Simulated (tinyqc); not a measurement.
Strain-driven roughening and islands of a mismatched epitaxial film: one step, computed by the program tinyqc. Command: `OMP_NUM_THREADS=1 python tinyqc.py 3009182 3009183 out.jsonl island walk`. One thread of a shared host (Intel(R) Xeon(R) Processor @ 2.30GHz), about 0.01 s of CPU time with the checks.

Film and substrate share isotropic elastic constants; the film is coherent and biaxially strained.

Task: Island nucleation. Shallow faceted island (Tersoff form): E = 4 Gam V^(2/3) tan^(1/3)(theta) - 6 c V tan(theta), Gam = gamma [x/sin(theta) - 1/tan(theta)], x the facet energy over gamma, c = stress^2 (1 - nu)/(2 pi G). The barrier is the maximum of E, at V_c = [4 Gam/(9 c)]^3 / tan^2(theta) (1 GPa nm = 1 J/m^2).

Inputs (values chosen for the exercise, modelled on Si(0.5)Ge(0.5) on Si):
```
quantity                                     value     unit
shear modulus G                               57.8      GPa
Poisson ratio nu                              0.26        -
surface energy gamma                          1.16    J/m^2
contact angle of the shallow shape theta_1    8.69  degrees
contact angle of the steep shape theta_2      27.8  degrees
facet energy of shape 1 over gamma           1.008        -
facet energy of shape 2 over gamma          0.9907        -
```

stress = 4.330314 GPa

Constants: e = 1.602176634e-19 C.

Give: c; Gam of shape 1; critical volume, shape 1; barrier, shape 1; Gam of shape 2; critical volume, shape 2; barrier, shape 2.

Result:

c = 0.03821 GPa

Gam of shape 1 = 0.1496 J/m^2

critical volume, shape 1 = 225.4 nm^3

barrier, shape 1 = 24.64 eV

Gam of shape 2 = 0.2639 J/m^2

critical volume, shape 2 = 104.1 nm^3

barrier, shape 2 = 39.27 eV

The shallow shape has the lower barrier. Each barrier is a third of the surface term at V_c and scales as Gam^3/c^2, that is as f^(-4).
